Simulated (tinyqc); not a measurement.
What each parameter does: valley splitting in a one-orbital chain of atomic planes (second-neighbour model).

Each (001) plane carries one orbital with energy e0, hopping v to the next plane and u to the second: E(phi) = e0 + 2 v cos(phi) + 2 u cos(2 phi), where phi = pi - k a/4 (the sign of every second orbital is chosen so that v > 0, which shifts the phase by pi). The minimum lies at cos(phi0) = -v/(4u), phi0 = pi - (pi/2) k0 for a valley at k0 (2 pi/a), and e0 puts it at zero. A slab of N planes has hard walls: the matrix simply ends.

A well of Nw planes between barriers of 40 planes each (as of a SiGe alloy, taken as an offset alone). With x = j - 39.5 for plane j = 0, 1, ..., the potential is V0 (f(x) + f(Nw - x)) + F (j - 40) a/4, f(y) = 1/(1 + exp(y/L)), a step for L = 0; L is in planes, 4 L is about the distance over which f goes from 0.88 to 0.12, and 1 MV/m = 1e-4 V/angstrom.

Constants: hbar^2/2m0 = 3.80998211 eV angstrom^2.

Inputs chosen for the exercise (near those of the Delta valleys of silicon; abrupt walls in this chain split the valleys several times more than measured wells; shifted at random, so the results belong to these values and not to a real crystal): a = 5.425 angstrom (lattice constant; planes lie a/4 apart); k0 = 0.876 2 pi/a (position of the valley); ml = 0.954 m0 (longitudinal mass); V0 = 0.1 eV (barrier height); F = 15 MV/m (field); Nw = 45 (planes in the well).

Step interfaces (L = 0). u, v, e0 follow from 8 u sin^2(phi0) = (2c/ml)/(a/4)^2, v = -4u cos(phi0), e0 = 2u + v^2/(4u), c = hbar^2/2m0.

One parameter was then changed.

Results before and after:
```
case     mean level (meV)  splitting (micro-eV)
base                36.83                2075.5
changed              8.09                4136.3
```

Which of these changes was made? (a) V0 = 0.15 eV; (b) ml = 1.049 m0; (c) F = 30 MV/m; (d) Nw = 46; (e) k0 = 0.886 2 pi/a.

Answer: (c) F = 30 MV/m. Of the candidates, run in turn, only this one gives the changed row.

All candidates:
```
case               mean level (meV)  splitting (micro-eV)
base                          36.83                2075.5
k0 = 0.886 2 pi/a             36.84                2067.2
ml = 1.049 m0                 35.84                2075.3
V0 = 0.15 eV                  39.08                2079.6
F = 30 MV/m                    8.09                4136.3
Nw = 46                       36.83                2073.2
```

Program tinyqc; command `OMP_NUM_THREADS=1 python tinyqc.py 1481570 1481571 out.jsonl`; about 0.02 s on one thread of a shared Intel(R) Xeon(R) Processor @ 2.30GHz.
